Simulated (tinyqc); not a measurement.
# Sheet resistance and contact resistivity from two gaps

Question. A circular structure with r0 >> Lt has R = (Rsh/2 pi) [Lt (1/r0 + 1/r1) + ln(r1/r0)], r1 = r0 + sp, Lt = sqrt(rc/Rsh). Find Rsh, Lt and rc.

Parameters, values chosen for the exercise:
- r0 = 130 um (radius of the inner contact)

R at sp = 26 and 120 um (ohm): [17.004925, 49.306367]

Solution. R is linear in Rsh and Rsh Lt, so two gaps give both.

Rsh = 440.0 ohm/sq
Lt = 4.291 um
rc = 8.100e-5 ohm cm^2

Program tinyqc, `OMP_NUM_THREADS=1 python tinyqc.py 2760006 2760007 out.jsonl`; Intel Xeon 2.30GHz, shared host, one thread, about 0.01 s.
